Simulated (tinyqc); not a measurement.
Inside a calculation. Model: Heisenberg magnet: exchange from energy differences, ordering vector, linear spin waves and ordering temperature. Computed by tinyqc, a small Python program that keeps every step. Command: `OMP_NUM_THREADS=1 python tinyqc.py 3031220 3031221 out.jsonl magnon walk`. One thread of a shared host (Intel(R) Xeon(R) Processor @ 2.30GHz), about 0.03 s of CPU time with the checks. Intermediate numbers are printed to about 7 digits and carried at full precision; extremes and crossings named in words are read from the listed rows.

H = -sum over pairs <ij> J_ij S_i.S_j - K sum_i (S_i^z)^2, each pair once, J > 0 ferromagnetic. First neighbours: 4 at a (1, 0), second: 4 at a (1, 1), with all permutations and signs.

Inputs (values chosen for the exercise, for a model magnet):

| quantity | value | unit |
|---|---|---|
| exchange J1 | -14 | meV |
| exchange J2 | 2.9 | meV |
| spin S | 2 | - |
| single-ion anisotropy K | 0.31 | meV |
| lattice constant a | 4.13 | angstrom |
| mesh divisions n | 60 | - |
| temperature T | 470 | K |

Lattice: square. Order: Neel (nearest neighbours antiparallel).

wave vector q (2 pi/a): 0.43  0.076

Constants: h x 1 THz = 4.135667696 meV; k_B = 8.617333262e-05 eV/K.

## Energies of ordered states

J(q) = J1 g1(q) + J2 g2(q), g_s(q) = sum over shell s of cos(q.R). A classical spiral or collinear state of wave vector Q has the exchange energy -(S^2/2) J(Q) per site.

States, Q in 2 pi/a:

| Q | g1 | g2 | energy (meV/site) |
|---|---|---|---|
| G (0, 0) | 4 | 4 | 88.8 |
| X (0.5, 0) | 0 | -4 | 23.2 |
| M (0.5, 0.5) | -4 | 4 | -135.2 |

The lowest of these is M (0.5, 0.5), 158.400 meV per site below X (0.5, 0).

## Back from energy differences to J1 and J2

Subtract the first row of the table from the second and third: dE = -(S^2/2)(dg1 J1 + dg2 J2), two equations for two unknowns, as in mapping total energies onto a spin model.

coefficients:
```
   J1  J2
1   8  16
2  16   0
```

energy differences (meV/site): -65.6  -224.0

J1, J2 (meV): -14.0  2.9

## Magnon energy at q

g_s(q) = sum over shell s of cos(q.R), z1 = g1(0). A(q) = S [-J1 g1(0) + J2 (g2(0) - g2(q))] + (2S - 1) K, B(q) = S J1 g1(q), E(q) = sqrt(A^2 - B^2). The factor 2S - 1 removes the anisotropy for S = 1/2.

g1(q) = -0.03338121

g2(q) = -3.214440

E(q) = 154.7709 meV

frequency = 37.42344 THz

## Long waves and the gap

sum R_x^2 over the shells is s1 = 2 a^2 and s2 = 4 a^2. Without K, E = c q with c = S sqrt(z1 |J1| (|J1| s1 + J2 s2)); the gap is E(0) = sqrt(k (k + 2 S z1 |J1|)), k = (2S - 1) K.

spin-wave velocity c = 388.9750 meV angstrom

gap = 14.46323 meV

Exchange enhances the gap to 15.6 times (2S - 1) K, the geometric mean of anisotropy and exchange.

## Dispersion

The formulas are those given above.

Energies (meV); X = (0.5, 0), M = (0.5, 0.5) in 2 pi/a:

| line | fraction of the way | E(q) | sqrt(gap^2 + c^2 q^2) |
|---|---|---|---|
| G-X | 0.10 | 32.7623 | 32.9342 |
| G-X | 0.25 | 72.0773 | 75.3717 |
| G-X | 0.50 | 124.0781 | 148.6473 |
| G-X | 0.75 | 151.6505 | 222.3838 |
| G-X | 1.00 | 159.3300 | 296.2373 |
| G-M | 0.10 | 43.7300 | 44.2734 |
| G-M | 0.20 | 80.1101 | 84.9292 |
| G-M | 0.30 | 109.9068 | 126.3634 |
| G-M | 0.40 | 129.3649 | 168.0010 |
| G-M | 0.50 | 136.1300 | 209.7209 |

At the end of the G-X rows the long-wave form is 1.86 times the true energy. At the end of the G-M rows the long-wave form is 1.54 times the true energy. It holds to 5 % in 3 of the ten rows; nearer the zone boundary the cosine flattens the band.

## Loss of moment

Mesh: q = sum_i (m_i + 1/2)/n b_i, m_i = 0..n-1, b = [[1, 0], [0, 1]] in 2 pi/a; <..> is the mean over the mesh. n = 1/(exp(E/(k_B T)) - 1); zero-point loss <A/(2E) - 1/2>, thermal loss <(A/E) n>; moment = S less the losses.

zero-point loss = 0.1243636

thermal loss = 0.2330263

moment <S^z> = 1.642610

Zero-point motion removes 6.2 % of S. The thermal loss is 11.65 % of S.

## Ordering temperature

K left out. Mean field: k_B T = S (S + 1) J(Q)/3 at the ordering vector Q; random-phase (Tyablikov): k_B T = [S (S + 1)/3] / <1/(J(Q) - J(q))>, which diverges in two dimensions and gives 0; Curie-Weiss theta = S (S + 1) J(0)/(3 k_B).

mean-field ordering temperature = 1568.931 K

random-phase ordering temperature = 0 K

Curie-Weiss temperature = -1030.481 K

|theta|/T(mean field) = 0.66: below 1, as the ferromagnetic J2 helps the order.

Checks made by the program: the long-wave formula against the dispersion (relative difference 3e-06).
